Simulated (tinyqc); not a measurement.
Field from the level spacing.

Question. In a triangular well E_k = a_k (C F^2/mz1)^(1/3), a_1 = 2.338107, a_2 = 4.087949, C = hbar^2/(2 m0), F in eV/nm (1 MV/cm = 0.1 eV/nm). Find F, E_1, the mean distance 2 E_1/(3 F) of the lowest level and the sheet charge eps0 eps_r F/q behind such a field.

Inputs (values chosen for the exercise): relative permittivity eps_r = 14; mass along z of valley set A (1 valley(s)) mz1 = 0.0402 m0.

Constants: q = 1.602176634e-19 C, hbar = 1.054571817e-34 J s, m0 = 9.1093837015e-31 kg, eps0 = 8.8541878128e-14 F/cm where lengths are in cm, hbar^2/(2 m0) = 0.0380998212 eV nm^2. Results are converted to the units shown.

spacing of the two lowest levels = 214.22308 meV

Answer. The spacing over a_2 - a_1 is the energy scale (C F^2/mz1)^(1/3), which gives F. For so light a mass a level this high lies where the band is no longer parabolic.

F = 0.4400 MV/cm
E_1 = 286.2 meV
mean distance = 4.337 nm
sheet charge over q = 3.404e12 cm^-2

Program tinyqc, `OMP_NUM_THREADS=1 python tinyqc.py 2160139 2160140 out.jsonl`; Intel Xeon 2.30GHz, shared host, one thread, about 0.6 s.
